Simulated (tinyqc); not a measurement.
From results back to parameters: carrier statistics of a doped semiconductor with parabolic bands. Two cases, with inputs chosen for the exercise.

Problem. ni^2 = C^2 (T/300 K)^3 exp(-Eg(T)/kB T) with Eg(T) = Eg0 - al T^2/(T + be). Two intrinsic densities were computed from hidden Eg0 and C = sqrt(Nc Nv) at 300 K.

Constants: kB = 8.617333262e-05 eV/K.

Find: Eg0; C.

Method. y(T) = 2 ln ni - 3 ln(T/300) - al T/((T + be) kB) equals 2 ln C - Eg0/(kB T), a straight line in 1/T; two points give slope and intercept.

Case 1.

Values chosen (near those of GaN; the results hold for these values, not for the real material): al = 0.000891 eV/K (Varshni alpha); be = 822 K (Varshni beta); T1 = 270 K; T2 = 540 K.

ni(T1) = 3.69518e-14 1/cm^3
ni(T2) = 6568.92 1/cm^3

Solution.

Eg0 = 3.528 eV
C = 1.02e+19 1/cm^3

Case 2.

Values chosen (near those of GaP; the results hold for these values, not for the real material): al = 0.000574 eV/K (Varshni alpha); be = 373 K (Varshni beta); T1 = 250 K; T2 = 440 K.

ni(T1) = 0.000154713 1/cm^3
ni(T2) = 9.17329e+06 1/cm^3

Solution.

Eg0 = 2.344 eV
C = 2.26e+19 1/cm^3

Computed by tinyqc, one run a case: `OMP_NUM_THREADS=1 python tinyqc.py N N+1 out.jsonl` with N = 1682044, 1682073; one thread of a shared Intel(R) Xeon(R) Processor @ 2.30GHz, about 0.01 s a run at most.
